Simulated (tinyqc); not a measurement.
# Zener tunnelling in a reverse-biased junction, two-band WKB: effect of the band gap with the mass tied to it

Abrupt p-n junction, depletion approximation. Energies E are counted from the conduction-band edge of the neutral n side; its Fermi level lies at dn, that of the p side at dn - V, and the valence-band edge of the neutral p side at Em = dn + dp - V. Tunnelling needs 0 < E < Em. Two-band dispersion with equal masses m: inside the gap kappa = sqrt(m u (1 - u/Eg)/C), u the distance from a band edge, C = hbar^2/(2 m0).

The mass follows the gap, m = 0.079 Eg/1.36 eV, as in a two-band model with a fixed matrix element; Nc, Nv and eps_r are held. Nd = Nc F12(dn/Vt), Na = Nv F12(dp/Vt), F12(x) = (2/sqrt(pi)) int_0^infinity sqrt(u)/(1 + exp(u - x)) du; dn = EF - Ec on the n side, dp = Ev - EF on the p side (negative outside the bands); Vbi = Eg + dn + dp. W = sqrt(2 eps0 eps_r (Vbi - V)(1/Na + 1/Nd)/q), mean field F = (Vbi - V)/W, peak field 2 F. In a uniform field F the exponent is S = pi sqrt(m/C) Eg^1.5/(4 F). Transverse energy Et = C kt^2/m raises it to S (1 + 4 Et/Eg), so T = exp(-S) exp(-Et/Eb) with Eb = Eg/(4 S). KJ = (2 q^2/h) m/(4 pi C) (times 1e14 for A/cm^2 per eV^2). J = KJ exp(-S) Eb times the integral from 0 to Em of [f(E - dn) - f(E - dn + V)] [1 - exp(-min(E, Em - E)/Eb)] dE, f(x) = 1/(1 + exp(x/Vt)), with S and Eb from the mean field; J > 0 flows from p to n.

Parameters, values chosen for the exercise; band and dielectric values close to those of indium phosphide:
- T = 77 K (temperature)
- eps_r = 12.6 (relative permittivity)
- Nc = 7.54e16 cm^-3 (conduction-band density of states at 77 K)
- Nv = 1.42e18 cm^-3 (valence-band density of states at 77 K)
- m = 0.079 m0 (band-edge mass of the two-band model)
- Na = 4.7e18 cm^-3 (acceptor density)
- Nd = 1.8e18 cm^-3 (donor density)
- V = -2.4 V (bias of the p side)

Constants: q = 1.602176634e-19 C, kB = 1.380649e-23 J/K, hbar = 1.054571817e-34 J s, h = 6.62607015e-34 J s, m0 = 9.1093837015e-31 kg, Vt = kB T/q, eps0 = 8.8541878128e-14 F/cm where lengths are in cm, hbar^2/(2 m0) = 0.0380998212 eV nm^2. Results are converted to the units shown.

Effect of the band gap with the mass tied to it:

| Eg (eV) | Vbi (V) | mean field (MV/cm) | S | J (A/cm^2) | S at fixed m |
|---|---|---|---|---|---|
| 0.68 | 0.7613 | 0.5436 | 8.250 | -8218 | 11.67 |
| 0.87 | 0.9513 | 0.5597 | 13.12 | -65.30 | 16.40 |
| 1.07 | 1.151 | 0.5761 | 19.27 | -0.1426 | 21.73 |
| 1.26 | 1.341 | 0.5913 | 26.04 | -1.690e-4 | 27.05 |
| 1.46 | 1.541 | 0.6069 | 34.06 | -5.686e-8 | 32.87 |
| 1.65 | 1.731 | 0.6214 | 42.49 | -1.271e-11 | 38.58 |
| 1.85 | 1.931 | 0.6362 | 52.17 | -8.162e-16 | 44.73 |
| 2.04 | 2.121 | 0.6500 | 62.09 | -4.108e-20 | 50.69 |

What does the comparison show?

S rises from 8.25 to 62.1, as Eg^(1.84), against Eg^(1.34) at fixed m; at a fixed field the powers would be 2 and 1.5, and the field grows with Vbi. |J| falls from 8220 to 4.11e-20 A/cm^2.

Range of the model: Parabolic densities of states, no band tails and no gap narrowing, all of which matter at such doping.

tinyqc, about 0.01 s, one thread, Intel Xeon 2.30GHz (shared host): `OMP_NUM_THREADS=1 python tinyqc.py 2620060 2620061 out.jsonl`
